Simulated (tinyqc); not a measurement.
# A chain with two barriers and dephasing by Buettiker voltage probes: coherent and dephased transmission against energy

Sites 1 to 5 form a chain with hopping -t. Lead L joins site 1 and lead R site 5, both semi-infinite chains with hopping -t and site energy 0. Every site carries a probe with self-energy -i Gamma_p/2 that draws no net current. Linear response at zero temperature: mu_L = 1, mu_R = 0 in units of the bias.

Sigma = t^2 g(E), g(x) = (x - i sqrt(4 t^2 - x^2))/(2 t^2) for |x| < 2 t and (x - sign(x) sqrt(x^2 - 4 t^2))/(2 t^2) otherwise; Gamma = -2 Im Sigma; G = (E - H - Sigma_L - Sigma_R + i Gamma_p/2)^(-1). With Gamma the broadening by one lead, T_RL = Gamma^2 |G_(5,1)|^2, T_pL = Gamma Gamma_p |G_(p,1)|^2, T_pR = Gamma Gamma_p |G_(p,5)|^2, T_pq = Gamma_p^2 |G_(p,q)|^2 for p != q. No current into probe p: W mu = T_pL with W_pp = T_pL + T_pR + sum_q T_pq and W_pq = -T_pq. Then T_eff = T_RL + sum_p T_pR mu_p, and the resistance is (h/2q^2)/T_eff. Without probes means Gamma_p = 0.

Values chosen for this exercise: hopping (matrix element -t) t = 1 eV; site energies 1 to N U = [3.9, 0, 0, 0, 1.8] eV; probe broadening Gamma_p gp = 0.24 eV.

Coherent and dephased transmission against energy:
```
E (eV)  T without probes     T_eff
-1.8           0.0036039  0.030651
-1.5             0.16876   0.13871
-1.2            0.027080  0.057949
-0.9            0.034847  0.065358
-0.6             0.11392   0.15777
-0.3             0.67642   0.35033
0                0.10962   0.15815
0.3             0.048060  0.083174
0.6             0.042200  0.071764
0.9             0.076873   0.11603
1.2              0.66624   0.27315
1.5             0.025542  0.072056
1.8            0.0025897  0.015889
```

Without probes T lies between 0.00259 and 0.676 in these rows, with them between 0.0159 and 0.350. The probes lower it in 3 rows and raise it in 10; the largest relative gain is at E = -1.8 eV, where the coherent value is 0.00360.

Program tinyqc, `OMP_NUM_THREADS=1 python tinyqc.py 2700046 2700047 out.jsonl`; Intel Xeon 2.30GHz, shared host, one thread, about 0.01 s.
